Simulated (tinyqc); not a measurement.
Worked calculation: band folding and unfolding in a supercell of a chain. Values are carried at full precision from step to step, so a last printed digit may differ when a step is redone from the rounded ones.

A chain with hopping -t and n = 6 sites a supercell. H(K) has v_j on the diagonal, -t between neighbours and -t exp(2 pi i K) on the bond that closes the cell (from the last site to the first of the next cell). The point K holds the n wave vectors k_m = (K + m)/n of the primitive zone, in 2 pi/a, m = 0 to n - 1, with E0 = -2t cos(2 pi k_m). The unfolding weight of a state c on k_m is |sum_j c_j exp(-2 pi i k_m j)|^2/n, j = 0 to n - 1.

Inputs chosen for the exercise: t = 1.89 eV (hopping); v = (1.32, 0, 0, 0, 0, 0) eV (site energies in the supercell); Kq = 0.32 2 pi/(n a) (wave vector in the small zone).

## Folded levels and Fourier components

List k_m and E0; V_q = (1/n) sum_j v_j exp(-2 pi i q j/n) couples k_m to k_(m+q).

Folded band:
```
m,k_m (2 pi/a),E0 (eV)
0,0.0533,-3.5697
1,0.2200,-0.7083
2,0.3867,2.8614
3,0.5533,3.5697
4,0.7200,0.7083
5,0.8867,-2.8614
```

V_0, V_1, ... (eV): 0.2200  0.2200  0.2200  0.2200

## Supercell Hamiltonian

Fill in H(K).

H (eV), lower triangle (Hermitian):
```
,1,2,3,4,5,6
1,1.3200
2,-1.8900,0
3,0,-1.8900,0
4,0,0,-1.8900,0
5,0,0,0,-1.8900,0
6,0.8047-1.7101i,0,0,0,-1.8900,0
```

## Levels and unfolding weights

Diagonalise and project each state on the k_m.

levels (eV): -3.43108  -2.64504  -0.51417  0.93803  3.04534  3.92692

weights:
```
,level 1,level 2,level 3,level 4,level 5,level 6
m=0,0.9400,0.0510,0.0039,0.0025,0.0007,0.0020
m=1,0.0024,0.0116,0.9600,0.0186,0.0021,0.0052
m=2,0.0005,0.0014,0.0032,0.0136,0.8824,0.0990
m=3,0.0004,0.0011,0.0022,0.0073,0.1085,0.8805
m=4,0.0011,0.0039,0.0242,0.9546,0.0055,0.0108
m=5,0.0557,0.9309,0.0066,0.0035,0.0009,0.0024
```

The purest state keeps 96.0 % on one k and the most mixed (level 6) 88.1 %; rows and columns each add to one.

## Moments of the spectral function

For each k_m: mean sum_i W E_i and variance sum_i W E_i^2 less the mean squared. The mean must be E0 plus the average of v, and the variance that of v.

Moments:
```
m,mean (eV),variance (eV^2)
0,-3.350,0.242
1,-0.488,0.242
2,3.081,0.242
3,3.790,0.242
4,0.928,0.242
5,-2.641,0.242
```

The average of v is 0.2200 eV and its variance 0.2420 eV^2: the virtual crystal gives the mean, and the variance is the spread of weight over several levels that it leaves out.

## Checks

- Variance of the spectral function against the variance of v: they agree to 1e-10 or better.
- Levels for v = 0 against the folded band: they agree to 1e-10 or better.

Computed by tinyqc, a small Python program: `OMP_NUM_THREADS=1 python tinyqc.py 1482209 1482210 out.jsonl` (the numbers bound the seed that draws the inputs); one thread of a shared host (Intel(R) Xeon(R) Processor @ 2.30GHz), about 0.01 s for the whole set of steps.
